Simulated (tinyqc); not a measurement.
Deformation-potential model of the L valleys of a conduction band: one step. Strain from a uniaxial [111] stress. Two cases, with inputs chosen for the exercise.

Question. Form the compliances and the strain.

s11 = (C11 + C12)/((C11 - C12)(C11 + 2 C12)), s12 = -C12/((C11 - C12)(C11 + 2 C12)), s44 = 1/C44; exx = s11 sxx + s12 (syy + szz) and cyclic, exy = s44 sxy/2; tension is positive. A uniaxial stress X along the unit vector n is s_ij = X n_i n_j.

Case 1.

Values chosen (near those of Ge; shifted at random, so the results belong to these values and not to a real crystal): C11 = 127.2 GPa; C12 = 48.3 GPa; C44 = 65.8 GPa; load = uniaxial [111] (kind of stress); X = -0.98 GPa (stress).

Case 2.

Values chosen (near those of Ge; shifted at random, so the results belong to these values and not to a real crystal): C11 = 135 GPa; C12 = 48.5 GPa; C44 = 70.4 GPa; load = uniaxial [111] (kind of stress); X = 0.36 GPa (stress).

Give: s11, s12, s44; strain tensor.

Answer.

Case 1.

s11, s12, s44 (1/TPa): 9.9389  -2.7353  15.1976

strain tensor:
```
           x          y          z
x  -0.001460  -0.002482  -0.002482
y  -0.002482  -0.001460  -0.002482
z  -0.002482  -0.002482  -0.001460
```

Case 2.

s11, s12, s44 (1/TPa): 9.1439  -2.4168  14.2045

strain tensor:
```
          x         y         z
x  0.000517  0.000852  0.000852
y  0.000852  0.000517  0.000852
z  0.000852  0.000852  0.000517
```

Computed by tinyqc, one run a case: `OMP_NUM_THREADS=1 python tinyqc.py N N+1 out.jsonl` with N = 1051024, 1080785; one thread of a shared Intel(R) Xeon(R) Processor @ 2.30GHz, about 0.04 s a run at most.
